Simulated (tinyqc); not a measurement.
## Polarisation charge from two barrier thicknesses

Question. VT = phiB - dEc - q sigma d/(eps0 eps_r). Find sigma, phiB - dEc and the thickness at which VT = 0.

Values chosen for this exercise: relative permittivity of barrier and channel eps_r = 9.3.

Constants: q = 1.602176634e-19 C, eps0 = 8.8541878128e-14 F/cm where lengths are in cm. Results are converted to the units shown.

VT for d = 12 and 22 nm (V): -1.7855854  -3.9658732

Answer. VT is linear in d.

sigma = 1.12e13 cm^-2
phiB - dEc = 0.831 V
thickness for VT = 0 = 3.81 nm

tinyqc, about 0.01 s, one thread, Intel Xeon 2.30GHz (shared host): `OMP_NUM_THREADS=1 python tinyqc.py 2570012 2570013 out.jsonl`
